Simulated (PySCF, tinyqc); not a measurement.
CISD on RHF in the sto-3g basis, for H3-, spin multiplicity 1, step by step. The basis has no diffuse functions, so it cannot describe the extra electron: this is an exercise in the method, not the real anion. The lowest restricted solution is unstable here: a spin-polarised one lies 0.0170 hartree lower (PySCF). One step of it, computed by the program tinyqc.

Question. Integrals over molecular orbitals. (pq|rs) = sum C_ip C_jq C_kr C_ls (ij|kl), one index at a time.

coefficients C:
```
            MO1        MO2        MO3
1H 1s  0.612257   0.000006   0.865168
2H 1s  0.430351   0.712729  -0.606460
3H 1s  0.430367  -0.712716  -0.606467
```

core Hamiltonian H = T + V (hartree):
```
           1H 1s      2H 1s      3H 1s
1H 1s  -1.143751  -0.350122  -0.350129
2H 1s  -0.350122  -0.977470  -0.027592
3H 1s  -0.350129  -0.027592  -0.977472
```

Two-electron integrals (ij|kl) in chemists' order, unique and non-zero (hartree):
```
(11|11) 0.774606   (21|11) 0.124567   (21|21) 0.031258   (22|11) 0.334126
(22|21) 0.124567   (22|22) 0.774606   (31|11) 0.124570   (31|21) 0.019425
(31|22) 0.055153   (31|31) 0.031259   (32|11) 0.008355   (32|21) 0.001667
(32|22) 0.005513   (32|31) 0.001667   (32|32) 0.000113   (33|11) 0.334129
(33|21) 0.055152   (33|22) 0.172298   (33|31) 0.124570   (33|32) 0.005513
(33|33) 0.774606
```

Give: one-electron integrals over orbitals h = C^T H C; Two-electron integrals over orbitals.

Answer.

one-electron integrals over orbitals h = C^T H C (hartree):
```
         1        2        3
1  -1.1701   0.0000  -0.0819
2   0.0000  -0.9650   0.0000
3  -0.0819   0.0000  -0.8606
```

Two-electron integrals over orbitals (pq|rs), unique and non-zero (hartree):
```
(11|11) 0.4685      (21|11) -3.49e-06   (21|21) 0.1550      (22|11) 0.3966
(22|21) 3.83e-06    (22|22) 0.4774      (31|11) 0.0797      (31|21) 3.24e-06
(31|22) -0.0755     (31|31) 0.1601      (32|11) 4.60e-06    (32|21) -0.1533
(32|22) -5.20e-06   (32|31) -6.89e-07   (32|32) 0.1601      (33|11) 0.4828
(33|21) -8.76e-07   (33|22) 0.4134      (33|31) 0.0827      (33|32) 2.17e-06
(33|33) 0.5110
```
